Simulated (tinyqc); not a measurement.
One anharmonic mode: perturbation theory, self-consistent phonons and exact levels: one step, computed by the program tinyqc. Command: `OMP_NUM_THREADS=1 python tinyqc.py 3030411 3030412 out.jsonl scp walk`. One thread of a shared host (Intel(R) Xeon(R) Processor @ 2.30GHz), about 0.04 s of CPU time with the checks.

V(x) = k x^2/2 + b x^4 for one coordinate x of mass M. A constant K > 0 gives hbar Omega = sqrt((hbar^2/u) K/M) with K in eV/angstrom^2 and M in u.

Problem. Self-consistent results. Self-consistent phonon, centred at x = 0: K = k + 12 b <x^2>, <x^2> = (hbar Omega/(2K)) coth(hbar Omega/(2 k_B T)). Its free energy is F = k_B T ln[2 sinh(hbar Omega/(2 k_B T))] + (k - K)<x^2>/2 + 3 b <x^2>^2, an upper bound to the exact one.

Inputs (values chosen for the exercise, for a model mode):

| quantity | value | unit |
|---|---|---|
| mode mass M | 16.6 | u |
| harmonic constant k | 3.53 | eV/angstrom^2 |
| quartic constant b | 60.1 | eV/angstrom^4 |
| temperature T | 160 | K |

Shape: single well.

self-consistent K = 6.126198 eV/angstrom^2

Constants: hbar^2/u = 4.18015928e-03 eV angstrom^2; k_B = 8.617333262e-05 eV/K.

Give: self-consistent quantum; self-consistent <x^2>; self-consistent free energy.

Solution.

self-consistent quantum = 39.28 meV

self-consistent <x^2> = 0.003600 angstrom^2

self-consistent free energy = 16.48 meV
